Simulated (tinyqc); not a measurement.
Worked calculation: charge control and current of a heterostructure field-effect transistor. Computed by tinyqc, a small Python program that keeps every step. Command: `OMP_NUM_THREADS=1 python tinyqc.py 3003090 3003091 out.jsonl hemt walk`. One thread of a shared host (Intel(R) Xeon(R) Processor @ 2.30GHz), about 0.01 s of CPU time with the checks. Intermediate numbers are printed to about 6 digits and carried at full precision; extremes and crossings named in words are read from the listed rows.

Two subbands in a triangular well; E_F is counted from the conduction band edge of the channel at the interface.

Inputs (values chosen for the exercise, modelled on AlGaAs/GaAs):
```
quantity                                  value        unit
channel mass m                            0.064         m_0
permittivity eps (barrier and channel)     12.3           -
barrier thickness d                          31          nm
Schottky barrier phi_B                     0.91          eV
conduction band offset dE_c                0.29          eV
delta-doping density N_d                4.9e+12      1/cm^2
gate voltage V_G                              0           V
mobility mu                                6400  cm^2/(V s)
saturation velocity v_s                     1.2    1e7 cm/s
gate length L                                98          nm
source resistance R_S                      0.66      ohm mm
temperature T                               400           K
mixing                                      0.5           -
iteration cap                               200           -
spacer between delta layer and channel      3.3          nm
```

Charge source: delta doping. Velocity law: smooth.

Constants: e = 1.602176634e-19 C; eps_0 = 8.8541878128e-12 F/m; k_B = 8.617333262e-05 eV/K; hbar = 1.054571817e-34 J s; m_0 = 9.1093837015e-31 kg; k_B = 1.380649e-23 J/K.

## Threshold and barrier capacitance

Threshold V_T = phi_B - dE_c - e N_d (d - spacer)/(eps eps_0) (in volts); C_b = eps eps_0/d.

threshold voltage V_T = -1.37679 V

barrier capacitance C_b = 0.351311 microfarad/cm^2

The device is normally on.

## First iteration

Charge control: n_s = C_b (V_G - V_T - E_F/e)/e. Well: mean field F = e n_s/(2 eps eps_0), E_i = (hbar^2/2m)^(1/3) [(3 pi e F/2)(i + 3/4)]^(2/3), i = 0, 1; n_s = D k_B T sum_i ln(1 + exp((E_F - E_i)/k_B T)), D = m/(pi hbar^2), which is solved in closed form for E_F. Iteration from n_s = C_b (V_G - V_T)/(2e): E_F from n_s, n_out from the charge control, n_new = n_s + mixing (n_out - n_s), kept above n_s/10; stop when |n_out/n_s - 1| < 1e-9.

starting n_s = 1.50945e+12 1/cm^2

E_0 = 97.1434 meV

E_1 = 170.896 meV

E_F = 133.267 meV

n_out = 2.72669e+12 1/cm^2

Caution: a density of n_out would put E_F above the conduction band minimum of the barrier, where parallel conduction sets in.

## Sheet density

The formulas are those given above.

Course of the iteration:
```
iteration  n_s (1/cm^2)  E_F (meV)  |n_out/n_s - 1|
1           1.50945e+12    133.267      8.06410e-01
2           2.11807e+12    183.772      2.35061e-01
3           2.36701e+12    202.879      8.74692e-02
4           2.47053e+12    210.629      3.50237e-02
5           2.51379e+12    213.837      1.44121e-02
6           2.53191e+12    215.175      5.99568e-03
7           2.53950e+12    215.735      2.50554e-03
...                 ...        ...              ...
18          2.54497e+12    216.139      1.75764e-07
19          2.54497e+12    216.139      7.36865e-08
20          2.54498e+12    216.139      3.08919e-08
21          2.54498e+12    216.139      1.29510e-08
22          2.54498e+12    216.139      5.42951e-09
23          2.54498e+12    216.139      2.27624e-09
24          2.54498e+12    216.139      9.54280e-10
```

sheet density n_s = 2.54498e+12 1/cm^2

Converged in 24 iterations.

## Levels and gate capacitance

C_g = e dn_s/dV_G = 1/(1/C_b + 1/C_q), 1/C_q = d(E_F/e)/d(e n_s) by a central difference of +/- 0.1 % in n_s; added distance dd = eps eps_0/C_q.

E_0 = 137.612 meV

E_1 = 242.088 meV

E_F = 216.139 meV

share in the second subband = 13.9756 %

gate capacitance C_g = 0.302456 microfarad/cm^2

added distance dd = 5.00743 nm

C_g is 86 % of C_b: the finite density of states and the rise of E_0 act as 5.0 nm of extra barrier. Caution: E_F lies above the conduction band minimum of the barrier, so electrons would spill into the barrier.

## Saturation current

With V = e n_s/C_g and V_c = v_s L/mu: for v = mu F/(1 + mu F/v_s), V_Dsat = V_c (sqrt(1 + 2V/V_c) - 1) and I/W = C_g v_s (V - V_Dsat); g_m = dI/dV; extrinsic g_m/(1 + g_m R_S); f_T = g_m/(2 pi C_g L).

V = 1.34813 V

V_c = 0.018375 V

V_Dsat = 0.204967 V

saturation current I/W = 414.908 mA/mm

intrinsic g_m = 333.086 mS/mm

extrinsic g_m = 273.058 mS/mm

intrinsic f_T = 178.850 GHz

V/V_c = 73.37: velocity saturation rules; I is 85 % of e n_s v_s = 489 mA/mm.

## Gate length

The formulas are those given above.

Scaling; the last columns are v_s/(2 pi L) and mu V/(2 pi L^2):
```
L (nm)  I/W (mA/mm)  g_m (mS/mm)  extrinsic g_m (mS/mm)    f_T (GHz)  velocity limit (GHz)  mobility limit (GHz)
30          446.597      346.386                281.932  6.07572e+02               636.620           1.52577e+05
60          430.039      339.551                277.388  2.97792e+02               318.310           3.81443e+04
120         407.699      329.929                270.933  1.44676e+02               159.155           9.53608e+03
250         376.165      315.502                261.127  6.64080e+01                76.394           2.19711e+03
500         337.703      296.416                247.915  3.11953e+01                38.197           5.49278e+02
1000        290.468      270.399                229.451  1.42287e+01                19.099           1.37320e+02
2000        235.896      236.123                204.287  6.21251e+00                 9.549           3.43299e+01
5000        159.667      178.594                159.762  1.87955e+00                 3.820           5.49278e+00
```

f_T scales as L^-1.03 at the short end and L^-1.30 at the long end; the two limits cross at L = mu V/v_s = 7190 nm. g_m tends to C_g v_s = 363 mS/mm, and R_S cuts it by 19 % at the shortest gate. Fringe capacitances and short-channel effects, left out, lower f_T once L is below about ten barrier thicknesses.

Checks made by the program: iterated density against a bracketing root search (relative difference 8e-10).
